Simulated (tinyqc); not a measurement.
Programming of a floating-gate cell by Fowler-Nordheim tunnelling: two steps of the calculation.

Per tunnel area the floating gate has Ctun = 3.9 eps0/tox to the channel (0 V) and Ccg to the control gate, Ct = Ctun/(1 - ag), no other coupling. With the threshold shift U = -Q/Ccg the field is F = ag (Vg - U)/tox, and dU/dt = J/Ccg. Fowler-Nordheim: J = A F^2 exp(-B/F), A = q^2/(16 pi^2 hbar mo phi) (times 1e14 for A/cm^2 with F in V/nm, emitter mass m0), B = (4/3) sqrt(mo/C) phi^1.5, C = hbar^2/(2 m0).

Inputs (values chosen for the exercise); oxide values close to those of silicon dioxide: tunnel barrier phi = 3.02 eV; tunnelling mass mo = 0.48 m0; tunnel oxide thickness tox = 9.1 nm; coupling ratio Ccg/Ct ag = 0.64; tunnel area ar = 5200 nm^2; threshold shift at the start Vt0 = -2.6 V; control-gate voltage Vg = 13.1 V; time step dt = 7.9 us; steps n = 10.

Constants: q = 1.602176634e-19 C, hbar = 1.054571817e-34 J s, m0 = 9.1093837015e-31 kg, eps0 = 8.8541878128e-14 F/cm where lengths are in cm, hbar^2/(2 m0) = 0.0380998212 eV nm^2. Results are converted to the units shown.

Problem 1. Constants of the cell. A, B, Ccg = ag Ct, the starting field and current, K = A B ag/(Ccg tox), and the knee time t0 = exp(B/F(0))/K.

Give: A; B; Ccg; F(0); J(0); K; t0; electrons for 1 V of shift.

Solution 1.

A = 1.063e8 A cm^-2 (V/nm)^-2
B = 24.84 V/nm
Ccg = 0.6746 uF/cm^2
F(0) = 1.104 V/nm
J(0) = 0.02206 A/cm^2
K = 2.753e14 1/s
t0 = 21.34 us
electrons for 1 V of shift = 218.9

Problem 2. Explicit time steps against the exact solution. U(new) = U + dt J(F(U))/Ccg. Exact: exp(B/F(t)) = exp(B/F(0)) + K t, K = A B ag/(Ccg tox), and U = Vg - tox F/ag.

Wanted: t; F; J; U by steps; U exact.

Solution 2.

t, step 0 to 10 (us): [0, 7.9000, 15.800, 23.700, 31.600, 39.500, 47.400, 55.300, 63.200, 71.100, 79.000]
F, step 0 to 10 (V/nm): [1.1042, 1.0860, 1.0739, 1.0648, 1.0575, 1.0513, 1.0460, 1.0413, 1.0372, 1.0334, 1.0300]
J, step 0 to 10 (A/cm^2): [0.022063, 0.014648, 0.011079, 0.0089335, 0.0074906, 0.0064502, 0.0056632, 0.0050465, 0.0045499, 0.0041414, 0.0037993]
U by steps, step 0 to 10 (V): [-2.6000, -2.3416, -2.1701, -2.0404, -1.9357, -1.8480, -1.7725, -1.7062, -1.6471, -1.5938, -1.5453]
U exact, step 0 to 10 (V): [-2.6000, -2.3832, -2.2226, -2.0954, -1.9905, -1.9013, -1.8239, -1.7557, -1.6946, -1.6394, -1.5892]

Range of the model: Programming fields of 10 MV/cm and more wear the oxide; trapping and the channel potential are ignored.

Numbers from tinyqc (`OMP_NUM_THREADS=1 python tinyqc.py 2130068 2130069 out.jsonl`; about 0.01 s on one thread of a shared Intel Xeon 2.30GHz).
